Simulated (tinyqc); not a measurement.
Worked calculation: coherent transport through a tight-binding region between two chains. Computed by tinyqc, a small Python program that keeps every step. Settings: temperature = 300, mu = -0.31. Command: `OMP_NUM_THREADS=1 python tinyqc.py 26142 26143 out.jsonl` (the two numbers bound the seeds that draw the settings). One thread of a shared host (Intel(R) Xeon(R) Processor @ 2.60GHz), about 0.1 s of CPU time with the checks.

## Transmission at E = 0.39 eV

H of the central region (eV), lower triangle:
```
           1          2         3
1  -0.970000
2  -1.090000  -0.950000
3   0.000000  -0.350000  0.040000
```

Leads: semi-infinite chains with site energy 0:
```
parameter                           value
lead hopping t (eV)              1.900000
coupling to the left lead (eV)   0.620000
coupling to the right lead (eV)  0.610000
left contact site                       1
right contact site                      3
```

E = 0.390000 eV

Surface Green function g = (E - i sqrt(4 t^2 - E^2)) / (2 t^2); self-energy tc^2 g on each contact site; G = (E - H - Sigma)^(-1); Gamma = -2 Im Sigma; T = Gamma_L Gamma_R |G_LR|^2; local density of states -Im G_ii / pi.

g = 0.054017-0.523537i 1/eV

G (1/eV), lower triangle:
```
                     1                    2                   3
1   1.261842-1.865655i
2  -0.977397+2.059275i   1.581091-2.349686i
3  -0.187703-2.073900i  -0.152283+2.582767i  1.167587-3.429591i
```

local density of states (1/eV): 0.593857  0.747928  1.091673

transmission = 0.680010

## Transmission across the band

The same steps on a grid of energies.

T(E):
```
E (eV)              T
-3.61000000  0.000007
-3.24900000  0.000050
-2.88800000  0.000268
-2.52700000  0.002112
-2.16600000  0.082414
-1.80500000  0.014720
-1.44400000  0.009191
-1.08300000  0.012731
-0.72200000  0.033312
-0.36100000  0.233390
0.00000000   0.811366
0.36100000   0.820310
0.72200000   0.027593
1.08300000   0.002971
1.44400000   0.000616
1.80500000   0.000175
2.16600000   0.000059
2.52700000   0.000022
2.88800000   0.000008
3.24900000   2.74e-06
3.61000000   5.64e-07
```

levels of the isolated region (eV): -2.079068  -0.149325  0.348393

## Current

I = (2e/h) int T(E) [f(E - mu - V/2) - f(E - mu + V/2)] dE at 300 K with mu = -0.31 eV, the bias not changing H; 2e^2/h = 77.48092 microsiemens; the integral runs over the band on 4001 points.

Current:
```
V (volt)  I (microampere)
0.010000         0.279310
0.050000         1.402748
0.100000         2.843218
0.200000         5.957399
0.400000        13.223669
0.800000        26.927086
```
